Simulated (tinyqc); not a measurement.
Moment against the Stoner parameter: Stoner model of a band ferromagnet.

Density of states per atom and spin: flat with a rise to the top, D(e) = (M/W) [1 - sp + 4 sp (e/W + 1/2)^3]. Levels e -/+ I m/2 for up and down spin, m = n_up - n_down, n_up + n_down = nd. At zero temperature e(N) is the energy below which N states lie, and E(m) = sum over spins of integral e D de - I m^2/4.

Parameters, chosen for this exercise:
```
symbol  value  unit  meaning
W       5.7    eV    band width, e from -W/2 to W/2
M       5            states per atom and spin
nd      6.66         electrons per atom
sp      0.25         shape parameter
```

Lowest state for each I.

Results:
```
I (eV)  I D(EF)  m (muB)  E - E(0) (meV)
0.57      0.604    0.000             0.0
0.76      0.805    0.000             0.0
0.85      0.900    0.000             0.0
0.95      1.006    1.442            -1.5
1.04      1.102    3.340          -227.4
1.18      1.250    3.340          -617.9
1.42      1.504    3.340         -1287.2
1.70      1.801    3.340         -2068.1
```

A moment first appears at I = 0.95 eV of those listed, where I D(EF) = 1.006. It is saturated at 3.340 from I = 1.04 eV on.

(tinyqc, `OMP_NUM_THREADS=1 python tinyqc.py 1652146 1652147 out.jsonl`, Intel(R) Xeon(R) Processor @ 2.30GHz, 1 thread, shared host, about 0.1 s.)
